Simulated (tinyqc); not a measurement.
# Square on-chip spiral inductor, lumped pi model: effects of single changes

Outer diameter do = di + 2 n wd + 2 (n - 1) sp, mean da = (do + di)/2, fill p = (do - di)/(do + di), length l = 4 n da. L = 2.34 mu0 n^2 da/(1 + 2.75 p), mu0 = 4 pi 1e-7 H/m. Rs = rho l/(wd delta (1 - exp(-th/delta))), delta = sqrt(rho/(pi f mu0)). Cs = n wd^2 eps0 eo/hu across the coil. At each end Cox = l wd eps0 eo/(2 ho) leads to the substrate branch Rsi = 2 rs he/(l wd) in parallel with Csi = l wd eps0 11.7/(2 he). With one end grounded Y = 1/(Rs + i w L) + i w Cs + 1/[1/(i w Cox) + 1/(1/Rsi + i w Csi)], w = 2 pi f; Q = -Im Y/Re Y. Eddy currents in neighbouring turns and in the substrate are left out.

Inputs (values chosen for the exercise); values of the order met in silicon radio-frequency processes: number of turns n = 6.5; line width wd = 4 um; space between turns sp = 3 um; inner diameter di = 80 um; metal thickness th = 2 um; metal resistivity rho = 2.2 uohm cm; oxide below the coil ho = 5.6 um; oxide between coil and underpass hu = 1 um; relative permittivity of the oxide eo = 3.9; substrate resistivity rs = 1 ohm cm; effective spreading depth in the substrate he = 30 um; frequency f = 0.98 GHz.

Constants: eps0 = 8.8541878128e-12 F/m. Results are converted to the units shown.

Each table varies one quantity; the others keep the values above.

## Quality factor against frequency

Apparent inductance Im(1/Y)/w; share of the loss Re(substrate branch)/Re Y.

Quality factor against frequency:

| f (GHz) | Rs (ohm) | w L/Rs | Q | apparent inductance (nH) | loss in the substrate (%) |
|---|---|---|---|---|---|
| 0.15 | 10.274 | 0.71445 | 0.71382 | 7.7861 | 1.0016e-4 |
| 0.24 | 10.702 | 1.0974 | 1.0959 | 7.7893 | 3.8978e-4 |
| 0.39 | 11.279 | 1.6920 | 1.6874 | 7.7984 | 0.0019010 |
| 0.64 | 12.060 | 2.5970 | 2.5806 | 7.8241 | 0.010971 |
| 1 | 12.987 | 3.7681 | 3.7128 | 7.8842 | 0.056570 |
| 1.7 | 14.469 | 5.7494 | 5.5014 | 8.0844 | 0.40647 |
| 2.8 | 16.387 | 8.3613 | 7.2960 | 8.6605 | 2.5405 |
| 4.6 | 19.003 | 11.845 | 7.3428 | 10.692 | 13.933 |
| 7.4 | 22.424 | 16.149 | 2.3975 | 23.537 | 47.530 |

What does the comparison show?

Q goes from 0.714 through a maximum of 7.34 (at f = 4.6 GHz among the rows listed) to 2.40; the exact peak is 7.78 at 3.72 GHz and Q reaches zero at the self-resonance, 8.76 GHz. The share of the substrate rises from 1.00e-4 to 47.5 %, and the apparent inductance ends at 3.02 times L. At the peak the substrate takes 6.90 % of the loss. For f = 7.4 the coil is longer than 0.15 of a wavelength in the oxide, where one lumped section is rough.

## Effect of the substrate resistivity

Same model as above.

Peak Q and its frequency from a search over f; self-resonance where Im Y = 0; Q at the given f (negative beyond resonance).

The same in every row: L (nH) = 7.788; do (um) = 165.0.

Effect of the substrate resistivity:

| rs (ohm cm) | peak Q | f of the peak (GHz) | self-resonance (GHz) | Q at f |
|---|---|---|---|---|
| 0.1 | 8.429 | 4.277 | 8.697 | 3.656 |
| 1 | 7.779 | 3.716 | 8.760 | 3.654 |
| 3 | 7.086 | 3.212 | 9.266 | 3.650 |
| 10 | 6.285 | 2.770 | 12.15 | 3.638 |
| 30 | 6.455 | 3.361 | 13.37 | 3.618 |
| 100 | 8.519 | 4.990 | 13.53 | 3.633 |
| 1000 | 10.99 | 6.414 | 13.55 | 3.679 |
| 10000 | 11.40 | 6.635 | 13.55 | 3.685 |

What does the table show?

As rs goes from 0.1 to 10000, L stays at 7.79 nH, the peak Q goes from 8.43 through a minimum of 6.29 (at rs = 10 among the rows listed) to 11.4, its frequency goes from 4.28 through a minimum of 2.77 (at rs = 10 among the rows listed) to 6.64 GHz and the self-resonance rises from 8.70 to 13.5 GHz. In this model both a very low and a very high resistivity dissipate little: the first shorts the branch to a pure Cox, the second blocks the current. For rs = 0.1, 1 eddy currents in the substrate, left out, would lower Q markedly.

Program tinyqc, `OMP_NUM_THREADS=1 python tinyqc.py 2302077 2302078 out.jsonl`; Intel Xeon 2.30GHz, shared host, one thread, about 0.01 s.
